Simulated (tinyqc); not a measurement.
# Via and link resistance from two via chains

Question. A chain of 5000 vias joined by 5000 metal links has R = 5000 (Rv + Rlink), with Rlink proportional to the link length. Find Rv, Rlink for length L, and the value of Rv that the short chain would give if the links were ignored.

resistance of chains of 5000 links with link lengths L and 3 L (ohm): 60500  1.005e5

Answer. R per link is a straight line in the link length; its intercept at zero length is Rv.

Rv = 8.10 ohm
Rlink = 4.00 ohm
Rv without correction = 12.1 ohm

Computed by the program tinyqc: `OMP_NUM_THREADS=1 python tinyqc.py 2750171 2750172 out.jsonl`, one thread of a shared Intel Xeon 2.30GHz, about 0.01 s for the whole run.
